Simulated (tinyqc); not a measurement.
Voltage acceleration of oxide breakdown, four models on the same data: two steps of the calculation.

Field E = V/tox in MV/cm. Models: ln(t63/1 s) = a - c X with X = E (E model), -1/E (1/E model), ln V (power law, c the exponent n) or sqrt(E).

Inputs (values chosen for the exercise):

| symbol | value | unit | meaning |
|---|---|---|---|
| tox | 7.6 | nm | oxide thickness |
| Vu | 4.1 | V | use voltage |
| Ts | 423 | K | stress temperature |
| Tu | 378 | K | use temperature |
| Ea | 0.66 | eV | activation energy |
| ks | 0.00055 |  | factor for area and percentile |

Constants: q = 1.602176634e-19 C, kB = 1.380649e-23 J/K. Results are converted to the units shown.

Problem 1. Fitting the models. The three stress times were made with the 1/E model, c = 444, and are treated as data. For each model fit ln t63 on X by least squares over the three points.

```
stress	V (V)	t63 (s)
0	7.17	9.109e5
1	8.12	3700
2	9.33	16.89
```

Wanted: c; a; largest misfit in ln t63 (0: below 0.002).

Solution 1.

```
model	c	a	largest misfit in ln t63 (0: below 0.002)
E	3.814	49.43	0.4738
1/E	444.0	-33.34	0.0000
power	41.33	95.00	0.2384
sqrt E	25.13	90.73	0.3567
```

The worst misfit of any model is 0.47 in ln t63, a factor of 1.61 in time, comparable to the scatter of t63 from small samples, so such data hardly tell the models apart.

Problem 2. Projection to use conditions. Project to Vu, multiply by exp[(Ea q/kB)(1/Tu - 1/Ts)] and by ks; ten years are 3.15576e8 s. The largest voltage for ten years solves the same relation for V.

```
model	c	a
E	3.8135240	49.434369
1/E	443.99625	-33.340187
power	41.326034	95.004830
sqrt E	25.134484	90.729153
```

Wanted: temperature factor; lifetime; largest voltage for ten years.

Solution 2.

temperature factor = 8.632

```
model	lifetime (years)	largest voltage for ten years (V)
E	514.9	4.885
1/E	2.761e11	5.792
power	1.299e6	5.452
sqrt E	1.686e4	5.210
```

The lifetimes span 8.73 decades, from the E model (most cautious) to the 1/E model; the allowed voltage spans 4.89 to 5.79 V. 4 of the four models pass ten years at Vu. Lifetimes beyond a thousand years are formal extrapolations.

Range of the model: All four laws are empirical fits; none is established far below the stress range.

tinyqc, about 0.01 s, one thread, Intel Xeon 2.30GHz (shared host): `OMP_NUM_THREADS=1 python tinyqc.py 2070005 2070006 out.jsonl`
